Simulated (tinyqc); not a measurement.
Inside a calculation. Method: Hubbard chain of 6 sites. One step of it, computed by the program tinyqc.

Question. Mean-field iteration 1. H(up) = T + U n(down), H(down) = T + U n(up); fill the lowest levels; n(new) = n + mixing (n(out) - n); E = tr T (rho up + rho down) + U sum n_up n_down of the output.

one-body matrix (hopping and site energies) (eV), order 1, 2, 3, 4, 5, 6:
```
[[0.000000, -1.090000, 0.000000, 0.000000, 0.000000, 0.000000],
 [-1.090000, 0.000000, -1.090000, 0.000000, 0.000000, 0.000000],
 [0.000000, -1.090000, 0.000000, -1.090000, 0.000000, 0.000000],
 [0.000000, 0.000000, -1.090000, 0.000000, -1.090000, 0.000000],
 [0.000000, 0.000000, 0.000000, -1.090000, 0.000000, -1.090000],
 [0.000000, 0.000000, 0.000000, 0.000000, -1.090000, 0.000000]]
```

U = 6.400000 eV

electrons, up and down: [3, 3]

mixing = 1

n(up) at the start (a guess, not normalised): [0.500000, 0.500000, 0.500000, 0.500000, 0.500000, 0.500000]

n(down) at the start (a guess): [0.500000, 0.500000, 0.500000, 0.500000, 0.500000, 0.500000]

Give: levels, up; levels, down; energy; n(up) after iteration 1; n(down) after iteration 1.

Answer.

levels, up (eV): [1.236, 1.841, 2.715, 3.685, 4.559, 5.164]

levels, down (eV): [1.236, 1.841, 2.715, 3.685, 4.559, 5.164]

energy = 1.983 eV

n(up) after iteration 1: [0.500, 0.500, 0.500, 0.500, 0.500, 0.500]

n(down) after iteration 1: [0.500, 0.500, 0.500, 0.500, 0.500, 0.500]
